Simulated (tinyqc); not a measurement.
Solubility, supersaturation, precipitation and gettering of an impurity in a silicon-like host: one step, computed by the program tinyqc. Command: `OMP_NUM_THREADS=1 python tinyqc.py 3014233 3014234 out.jsonl ripen walk`. One thread of a shared host (Intel(R) Xeon(R) Processor @ 2.30GHz), about 0.01 s of CPU time with the checks.

The wafer was saturated at T1 and is then held at T.

Task: Solubility, diffusivity, supersaturation. C_eq(T) = N0 exp(S/k_B - H/(k_B T)); D(T) = D0 exp(-Q/(k_B T)); C0 = C_eq(T1). Supersaturation s = C0/C_eq(T); critical radius r* = 2 gamma/(C_p k_B T ln s); barrier W* = (4 pi/3) gamma r*^2. Strain energy is left out.

Inputs (values chosen for the exercise, modelled on iron in silicon):
```
quantity                                   value    unit
site density N0                            5e+22  1/cm^3
enthalpy of solution H                      2.87      eV
entropy of solution S                          9     k_B
diffusion prefactor D0                   0.00088  cm^2/s
migration energy Q                         0.664      eV
temperature of saturation T1                1475       K
anneal temperature T                        1010       K
impurity density in the precipitate C_p  6.3e+22  1/cm^3
interface energy gamma                      0.38   J/m^2
```

Constants: k_B = 8.617333262e-05 eV/K; k_B = 1.380649e-23 J/K.

Give: C0; C_eq(T); D(T); supersaturation s; critical radius r*; W*/(k_B T).

Result:

C0 = 6.330e+16 1/cm^3

C_eq(T) = 1.935e+12 1/cm^3

D(T) = 4.278e-07 cm^2/s

supersaturation s = 32715

critical radius r* = 0.08322 nm

W*/(k_B T) = 0.7905

Caution: the barrier to homogeneous nucleation is below 35 k_B T for these inputs, so new precipitates would form and outnumber the fixed sinks assumed here. Caution: a critical radius of atomic size is outside the capillary model.
